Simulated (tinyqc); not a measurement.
Threshold-voltage variability of a planar MOSFET, analytic estimates: two steps of the calculation.

Three independent sources add in quadrature: random dopants in the depleted layer, metal-gate grains of two orientations, and roughness of the two gate edges acting through the roll-off VT = VT(long) - Vr exp(-L/l). These are first-order estimates: no three-dimensional electrostatics, no percolation.

Values chosen for this exercise; material values close to those of silicon:
- T = 325 K (temperature)
- L = 65 nm (gate length)
- W = 190 nm (gate width)
- G = 10 nm (metal grain size)
- dW = 0.3 eV (work-function difference of the two grain orientations)
- p = 0.5 (share of the orientation of higher work function)
- De = 1.2 nm (rms roughness of one gate edge)
- La = 30 nm (correlation length of the roughness)
- l = 18 nm (decay length of the threshold roll-off)
- Vr = 1.9 V (prefactor of the roll-off)
- n = 1.46 (subthreshold factor)
- gI = 10 1/V (gm/I of a matched pair)
- sb = 2.1 % (spread of the gain factor of one device)

Constants: q = 1.602176634e-19 C, kB = 1.380649e-23 J/K, Vt = kB T/q. Results are converted to the units shown.

Question 1. Metal grains and edge roughness. Grains: Ng = L W/G^2 (at least 1), s2 = dW sqrt(p (1 - p)/Ng). Edges, with exponential correlation and u = W/La: the mean gate length has sL^2 = 2 De^2 (2/u)[1 - (1 - exp(-u))/u]; s3 = sL (Vr/l) exp(-L/l).

Wanted: Ng; s2; sL; dVT/dL; s3.

Answer 1.

Ng = 123.5
s2 = 13.50 mV
sL = 0.8753 nm
dVT/dL = 2.852 mV/nm
s3 = 2.497 mV

Question 2. Total spread, mismatch and leakage. s = sqrt(s1^2 + s2^2 + s3^2). For a pair: s(dVT) = sqrt(2) s; current mismatch sqrt(2) sqrt((gI s)^2 + sb^2); input offset = current mismatch/gI. For a Gaussian VT the off current is log-normal with mean/median = exp(s^2/(2 (n Vt)^2)).

s1 = 3.5488379 mV
s2 = 13.497638 mV
s3 = 2.4965831 mV

Find: s; s(dVT); current mismatch; input offset; mean/median of Ioff.

Answer 2.

s = 14.178 mV
s(dVT) = 20.051 mV
current mismatch = 20.269 %
input offset = 20.269 mV
mean/median of Ioff = 1.0620

Program tinyqc, `OMP_NUM_THREADS=1 python tinyqc.py 2090059 2090060 out.jsonl`; Intel Xeon 2.30GHz, shared host, one thread, about 0.01 s.
